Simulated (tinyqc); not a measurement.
Single-domain magnet: Stoner-Wohlfarth switching, Neel-Arrhenius retention, LLG dynamics and spin torque: one step, computed by the program tinyqc. Command: `OMP_NUM_THREADS=1 python tinyqc.py 3003647 3003648 out.jsonl macro walk`. One thread of a shared host (Intel(R) Xeon(R) Processor @ 2.30GHz), about 0.01 s of CPU time with the checks.

The moment is uniform, with unit vector m; z is the easy axis. mu_0 = 1.25663706212e-6 T m/A, gamma = 1.76085963023e11 rad/(s T).

Task: Barrier in a tilted field. Energy over K_eff V: e(theta) = sin^2(theta) + 2 h cos(theta - psi) for m at the angle theta from +z and a field that points at psi from -z (it pulls m away from +z towards negative theta); h_sw = (cos^(2/3) psi + sin^(2/3) psi)^(-3/2). The metastable minimum and the saddle are the two roots of e'(theta) = sin(2 theta) - 2 h sin(theta - psi) on either side of theta_c = -arctan(tan^(1/3) psi).

Inputs (values chosen for the exercise, for a model magnet): temperature T = 300 K; field angle psi from the easy axis = 45 degrees; reversing field h = H/H_K = 0.15.

Shape: thin disc, easy axis normal to it.

stability factor Delta = 50.43873

Give: switching field h_sw; minimum theta; saddle theta; barrier / (K_eff V); barrier / (k_B T).

Result:

switching field h_sw = 0.5

minimum theta = -6.820 degrees

saddle theta = -83.18 degrees

barrier / (K_eff V) = 0.6009

barrier / (k_B T) = 30.31

The form (1 - h/h_sw)^n reproduces this barrier with n = 1.428; n is 2 for a field on the axis, and the approach to h_sw has the exponent 3/2 off the axis. Caution: a flat cylinder has a smaller N_z than the spheroid of the same t/d, so K_eff of a real disc is larger.
